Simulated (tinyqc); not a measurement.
## Schottky emission and Poole-Frenkel conduction in an insulator, and how to tell them apart: activation energy against field

Schottky emission (electrode-limited): J = As T^2 exp[-(pb - b sqrt(F))/Vt], b = sqrt(q/(4 pi eps0 ei)). Poole-Frenkel emission (bulk-limited): J = s0 F exp[-(pt - 2 b sqrt(F))/Vt]. F in V/cm.

The activation energy is -d ln J/d(q/kB T) at fixed F.

Parameters, values chosen for the exercise; dielectric values close to those of zirconium oxide: temperature T = 325 K; high-frequency relative permittivity ei = 4.4; trap depth pt = 0.71 eV; Poole-Frenkel prefactor s0 = 0.075 S/cm; electrode barrier pb = 1.03 eV; Richardson constant As = 58 A/(cm^2 K^2).

Constants: q = 1.602176634e-19 C, kB = 1.380649e-23 J/K, Vt = kB T/q, eps0 = 8.8541878128e-14 F/cm where lengths are in cm. Results are converted to the units shown.

Result of one run:
```
sqrt(F) ((V/cm)^0.5)  J, Schottky (A/cm^2)  its Ea (eV)  J, Poole-Frenkel (A/cm^2)  its Ea (eV)
1020                              4.740e-7       0.9015                     0.4016       0.3410
```

Which field F gave this result: 0.2, 1.04, 1.6 or 2.17 MV/cm?

F = 1.04 MV/cm.

The whole series:
```
F (MV/cm)  sqrt(F) ((V/cm)^0.5)  J, Schottky (A/cm^2)  its Ea (eV)  J, Poole-Frenkel (A/cm^2)  its Ea (eV)
0.2                       447.2              1.174e-8        1.005                   4.734e-5       0.5482
0.48                      692.8              5.735e-8       0.9607                   0.002713       0.4593
0.76                      871.8              1.822e-7       0.9283                    0.04336       0.3946
1.04                       1020              4.740e-7       0.9015                     0.4016       0.3410
1.32                       1149              1.091e-6       0.8782                      2.702       0.2943
1.6                        1265              2.309e-6       0.8572                      14.66       0.2523
1.89                       1375              4.695e-6       0.8373                      71.58       0.2126
2.17                       1473              8.860e-6       0.8195                      292.7       0.1770
```

Both activation energies fall linearly in sqrt(F), the Poole-Frenkel one twice as fast (0.548 to 0.177 eV against 1.01 to 0.820 eV). They extrapolate to pt = 0.71 eV and to pb + 2 kB T = 1.09 eV, the 2 kB T coming from the T^2. The Schottky current is the smaller one in every row. For F = 1.6, 1.89, 2.17 a Fowler-Nordheim estimate for tunnelling through pb with a mass of 0.4 m0 exceeds the Schottky current, so tunnelling, left out here, would compete.

tinyqc, about 0.01 s, one thread, Intel Xeon 2.30GHz (shared host): `OMP_NUM_THREADS=1 python tinyqc.py 2370163 2370164 out.jsonl`
